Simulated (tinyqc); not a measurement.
Resistance of a source-drain extension with a graded tip: two steps of the calculation.

y runs along the channel, the gate covers y > 0. The doping is N0 for y < y0 and N0 10^(-(y - y0)/la) beyond, uniform over the depth xj. Sheet conductance s(y) = q mu(N) max(N - Nch, 0) xj + (for y > 0) ma Cox Vo, with mu(N) = u0 + (u1 - u0)/(1 + (N/Nr)^au) and Cox = eps0 eox/tox. Current is taken as one-dimensional; depletion of the tip, spreading and the contact are left out. The metallurgical junction lies at yj, where N = Nch.

Parameters, values chosen for the exercise; mobility law close to that of holes in silicon:
- eox = 7.31 (relative permittivity of the gate insulator (close to silicon nitride))
- tox = 6.9 nm (insulator thickness)
- N0 = 1.9e20 cm^-3 (active doping of the extension far from the gate)
- la = 4.6 nm/decade (lateral abruptness)
- y0 = 2.3 nm (position under the gate where the fall begins (gate edge at 0))
- xj = 15 nm (depth of the extension)
- Nch = 6.6e17 cm^-3 (channel doping)
- Vo = 0.45 V (gate overdrive)
- ma = 44 cm^2/(V s) (mobility of the gate-induced layer)
- u1 = 470.5 cm^2/(V s) (mobility at low doping)
- u0 = 44.9 cm^2/(V s) (mobility at high doping)
- Nr = 2.23e17 cm^-3 (reference doping)
- au = 0.719 (exponent)
- Lg = 45 nm (gate length)

Constants: q = 1.602176634e-19 C, eps0 = 8.8541878128e-14 F/cm where lengths are in cm. Results are converted to the units shown.

Problem 1. Sheet resistances and junction position. yj = y0 + la log10(N0/Nch); sheet resistance of the full extension 1/[q mu(N0)(N0 - Nch) xj] and of the gate-induced layer 1/(ma Cox Vo); metallurgical length Lg - 2 yj; ye is where the doped and the gate-induced conductances are equal.

Wanted: yj; sheet resistance of the extension; sheet resistance of the induced layer; metallurgical length; ye; N at ye.

Solution 1.

yj = 13.61 nm
sheet resistance of the extension = 455.9 ohm/square
sheet resistance of the induced layer = 5.384e4 ohm/square
metallurgical length = 17.78 nm
ye = 12.41 nm
N at ye = 1.202e18 cm^-3

The gate takes over 1.20 nm before the junction, where N is still 1.82 times the channel doping.

Problem 2. Resistance of the overlapped part. Midpoint rule on 8 equal steps from 0 to yj: R_ov = sum h/s(y), per width.

Wanted: y; N; doped conductance; sheet resistance; R_ov.

Solution 2.

```
point  y (nm)  N (cm^-3)  doped conductance (uS)  sheet resistance (ohm/square)
0      0.8508   1.900e20                    2193                          452.1
1       2.552   1.675e20                    1945                          509.4
2       4.254   7.145e19                   876.4                           1117
3       5.955   3.049e19                   408.2                           2343
4       7.657   1.301e19                   197.7                           4625
5       9.359   5.550e18                   97.88                           8587
6       11.06   2.368e18                   45.45                        1.562e4
7       12.76   1.010e18                   12.82                        3.185e4
```

R_ov = 110.8 ohm um

Program tinyqc, `OMP_NUM_THREADS=1 python tinyqc.py 2282133 2282134 out.jsonl`; Intel Xeon 2.30GHz, shared host, one thread, about 0.06 s.
